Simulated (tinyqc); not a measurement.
Coupled-perturbed Hartree-Fock on RHF in the sto-3g basis, for H2, spin multiplicity 1, step by step. The polarisability along this axis is zero because the basis has no function that the field can mix in; the real value is not. Computed by tinyqc, a small Python program that keeps every step (integrals from PySCF). Settings: charge = 0, multiplicity = 1, basis = sto-3g, method = RHF, energy threshold = 1e-10, iteration cap = 68, orthogonalisation = canonical, start = Wolfsberg-Helmholz matrix, DIIS depth = 6. Command: `OMP_NUM_THREADS=1 python tinyqc.py 23356 23357 out.jsonl` (the two numbers bound the seeds that draw the settings). One thread of a shared host (Intel(R) Xeon(R) Processor @ 2.60GHz), about 0.07 s of CPU time with the checks. The early iterations of the SCF are left out here.

## One-electron integrals

Geometry (angstrom):
```
atom         x         y         z
H     0.000000  0.000000  0.000000
H     0.000000  0.000000  0.907000
```

Basis sto-3g: exponents (1/bohr^2) and contraction coefficients of normalised primitives:
```
element  l (shell)  exponent  coefficient
H            s (1)  3.425251     0.154329
H            s (1)  0.623914     0.535328
H            s (1)  0.168855     0.444635
```

Overlap, kinetic and nuclear-attraction integrals over the contracted functions; the nuclear repulsion is the sum of Za Zb / Rab.

nuclear repulsion = 0.58343684 hartree

overlap S:
```
          1H 1s     2H 1s
1H 1s  1.000000  0.552831
2H 1s  0.552831  1.000000
```

kinetic energy T (hartree):
```
          1H 1s     2H 1s
1H 1s  0.760032  0.149506
2H 1s  0.149506  0.760032
```

nuclear attraction V (hartree):
```
           1H 1s      2H 1s
1H 1s  -1.784222  -0.924255
2H 1s  -0.924255  -1.784222
```

core Hamiltonian H = T + V (hartree):
```
           1H 1s      2H 1s
1H 1s  -1.024190  -0.774749
2H 1s  -0.774749  -1.024190
```

## Two-electron integrals

Functions are numbered as in S; the eight-fold symmetry (ij|kl) = (ji|kl) = (kl|ij) leaves the list below.

Two-electron integrals (ij|kl) in chemists' order, unique and non-zero (hartree):
```
(11|11) 0.774606   (21|11) 0.354361   (21|21) 0.200376   (22|11) 0.509355
(22|21) 0.354361   (22|22) 0.774606
```

## Orthogonalisation

S = U s U^T; canonical form X = U s^(-1/2), so that X^T S X = 1. Each column of U has its largest component positive (the first on a tie).

eigenvalues of S: 0.447169  1.552831

X:
```
               1         2
1H 1s   1.057424  0.567444
2H 1s  -1.057424  0.567444
```

## Iteration 2 (converged): orbitals

converged F (hartree):
```
           1H 1s      2H 1s
1H 1s  -0.283072  -0.516996
2H 1s  -0.516996  -0.283072
```

Diagonalise F' = X^T F X, C = X C', fill 1 alpha and 1 beta electrons from the bottom; D = 2 C_occ C_occ^T. Each column has its largest component positive (the first on a tie).

F' = X^T F X (hartree):
```
          1          2
1  0.523122   0.000000
2  0.000000  -0.515232
```

orbital energies (hartree): MO1 -0.515232, MO2 0.523122

coefficients C:
```
            MO1        MO2
1H 1s  0.567444   1.057424
2H 1s  0.567444  -1.057424
```

D after iteration 2:
```
          1H 1s     2H 1s
1H 1s  0.643985  0.643985
2H 1s  0.643985  0.643985
```

## Convergence

Stop when the energy changes by less than 1e-10 hartree and every element of the error matrix X^T (F D S - S D F) X is below 3e-06.

Course of the cycle:
```
iteration  E (hartree)    change  largest element of the error matrix
1          -1.09028527         -                             2.00e-16
2          -1.09028527  0.000000                             2.00e-16
```

PySCF RHF in the same basis = -1.09028527 hartree

Converged in 2 iterations.

## Integrals over molecular orbitals

(pq|rs) = sum C_ip C_jq C_kr C_ls (ij|kl), one index at a time.

one-electron integrals over orbitals h = C^T H C (hartree):
```
           1          2
1  -1.158490   0.000000
2   0.000000  -0.557823
```

Two-electron integrals over orbitals (pq|rs), unique and non-zero (hartree):
```
(11|11) 0.643258   (21|21) 0.190999   (22|11) 0.635972   (22|22) 0.668308
```

## Response to a field: uncoupled start

dipole integrals <a|y|i> (bohr):
```
          i1
a2  0.000000
```

Field along y; U_ai = -mu_ai / (e_a - e_i), alpha = -4 sum U_ai mu_ai.

uncoupled U:
```
          i1
a2  0.000000
```

uncoupled polarisability = 0.000000 bohr^3

## Coupled step 1

U_ai = -(mu_ai + sum_bj [4 (ai|bj) - (ab|ij) - (aj|bi)] U_bj) / (e_a - e_i); alpha = -4 sum U_ai mu_ai.

U after step 1:
```
          i1
a2  0.000000
```

polarisability = 0.000000 bohr^3

## Coupled polarisability

Repeat until U stops changing; compare with -d2E/dF2.

Course of the coupled iterations:
```
step  alpha (bohr^3)
0           0.000000
1           0.000000
```

coupled polarisability = 0.000000 bohr^3

finite-field check, fields of +/-0.001 au = 8.88e-10 bohr^3
